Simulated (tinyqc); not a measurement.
Optical transitions of a finite quantum well: sweeps and comparisons. A value that a table varies takes the place of the one given here.

Each carrier sees a square well of width L with its own depth V and masses m (inside), mb (outside); c = hbar^2/2m0, k = sqrt(m E/c), kappa = sqrt(mb (V - E)/c), and level n solves k L + 2 atan[(k/m)/(kappa/mb)] = n pi. The envelope is cos(kz) for odd n and sin(kz) for even n inside, joins exp(-kappa (|z| - L/2)) outside, and is normalised to 1. Excitons and band mixing are left out.

Constants: hbar^2/2m0 = 3.80998211 eV angstrom^2; e^2/(4 pi eps0) = 14.39964547 eV angstrom; hc = 1239.841984 eV nm.

Values chosen for the exercise (near those of a GaAs well in AlGaAs; not measured data):
- L = 82 angstrom (well width)
- Vc = 0.308 eV (conduction offset)
- me = 0.0652 m0 (electron, well)
- meb = 0.0985 m0 (electron, barrier)
- eps = 11.4 (background dielectric constant)
- Nss = (0.079, 0.2, 0.4, 0.79, 1.2, 1.6, 2.4) x 1e12/cm^2 (sheet densities)
- Eg = 1.511 eV (gap of the well)
- Vv = 0.168 eV (valence offset)
- mh = 0.339 m0 (heavy hole along z, well)
- mhb = 0.412 m0 (heavy hole, barrier)
- ml = 0.0872 m0 (light hole along z, well)
- mlb = 0.1144 m0 (light hole, barrier)
- Ls = (23, 37, 46, 62, 75, 102, 137) angstrom (widths)

## Depolarisation shift

The collective line lies at E12 sqrt(1 + a), a = 8 pi q (n1 - n2) S/(eps E12), q = e^2/(4 pi eps0), S = integral over z of (integral up to z of psi_1 psi_2)^2. Zero temperature with the mass me in both subbands: n1 - n2 = Ns until Ns reaches D E12, D = me/(2 pi c), and D E12 beyond. 1e12/cm^2 = 1e-4/angstrom^2; exchange and the static band bending by the charge are left out.

Line position:
```
Ns (1e12/cm^2)  n1 - n2       a  line (meV)  shift (meV)
0.079             0.079  0.0128      127.03         0.81
0.20              0.200  0.0325      128.26         2.04
0.40              0.400  0.0650      130.26         4.04
0.79              0.790  0.1284      134.08         7.86
1.2               1.200  0.1950      137.99        11.76
1.6               1.600  0.2601      141.69        15.47
2.4               2.400  0.3901      148.82        22.60
```

S = 6.463 angstrom
E12 = 126.22 meV

How do the results move?

The upward shift grows from 0.81 to 22.60 meV, 17.9 % of E12 at most. For small a the shift is a E12/2, linear in Ns; in the last row that rule gives 24.62 meV. S/L = 0.0788, against 5/(9 pi^2) = 0.0563 for hard walls.

## Width of the well

Edge wavelength hc/(Eg + e1 + hh1), squared e1-hh1 overlap, lh1 - hh1, and the 1-2 intersubband energy with f_12 = (m1/c) E12 z_12^2, 1/m1 = <1|1/m|1> (dash: e2 unbound).

Results:
```
L (angstrom)  edge (nm)  overlap^2  lh1 - hh1 (meV)  E12 (meV)   f_12
23                709.8     0.9379             45.4          -      -
37                746.5     0.9606             39.4          -      -
46                761.7     0.9686             34.1      214.4  0.541
62                779.3     0.9776             26.1      176.4  0.972
75                788.5     0.9822             21.3      141.7  0.982
102               799.9     0.9880             14.5       92.9  0.973
137               807.5     0.9921              9.6       59.1  0.967
```

How do the results move?

The edge tunes from 710 to 808 nm, towards hc/Eg = 821 nm, while the overlap goes from 0.938 to 0.992. e2 binds at L = pi sqrt(c/(me Vc)) = 43.3 angstrom; f_12 starts from zero there and is 0.541 at 46 angstrom, the rest going to the continuum; among the widths listed it peaks at 0.982 (75 angstrom) and is 0.967 in the widest well, against 0.961 for hard walls.

## What each parameter does

Edge wavelength hc/(Eg + e1 + hh1), squared overlap of e1 and hh1, and the confinement energies. Each row changes one parameter from the base and keeps the others.

Results:
```
case             edge (nm)  overlap^2  e1 (meV)  hh1 (meV)
base                 792.2     0.9840      42.9       11.1
L = 90 angstrom      795.8     0.9859      37.6        9.5
Eg = 1.541 eV        777.3     0.9840      42.9       11.1
Vc = 0.354 eV        791.4     0.9883      44.7       11.1
Vv = 0.134 eV        792.5     0.9892      42.9       10.6
me = 0.0717 m0       793.2     0.9876      41.1       11.1
mh = 0.288 m0        791.6     0.9888      42.9       12.2
meb = 0.1182 m0      793.2     0.9829      41.0       11.1
```

What can be read from the table?

The largest shifts from the base row, up to three for each result and ties (the steps differ in size, so this ranks the rows, not the parameters). edge (nm): Eg -14.9, L +3.5, meb +1.0. overlap^2: Vv +0.0051, mh +0.0047, Vc +0.0043; unchanged at the printed digits by Eg. e1 (meV): L -5.4, meb -2.0, me -1.9; unchanged at the printed digits by Eg, Vv and mh. hh1 (meV): L -1.6, mh +1.2, Vv -0.5; unchanged at the printed digits by Eg, Vc, me and meb.

(tinyqc, `OMP_NUM_THREADS=1 python tinyqc.py 1282003 1282004 out.jsonl`, Intel(R) Xeon(R) Processor @ 2.30GHz, 1 thread, shared host, about 0.07 s.)
